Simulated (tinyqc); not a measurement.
Stoner model of a band magnet at zero temperature: one step, computed by the program tinyqc.

Five orbitals per spin share one band; u = (E - E_bottom)/W runs from 0 to 1, and the states per spin, atom and energy are g = 5 d(u)/W with d = (8/pi) sqrt(u (1 - u)). N(u) is the integral of d from 0. The moment m = n_up - n_down (electrons per atom) moves the fillings to n +/- m/10; the energy is E(m) = E_band(m) - I m^2/4.

Task: The paramagnetic state. Solve N(u_F) = n; g_F = 5 d(u_F)/W; the Stoner product is I g_F.

Inputs (values chosen for the exercise, for a model d band): band width W = 3.1 eV; filling n per spin orbital = 0.32; Stoner parameter I = 0.614 eV.

Density of states: semi-elliptic.

Give: u_F; g_F; Stoner product I g_F.

Result:

u_F = 0.35664

g_F = 1.9674 1/eV

Stoner product I g_F = 1.2080

I g_F > 1: the paramagnet is unstable.
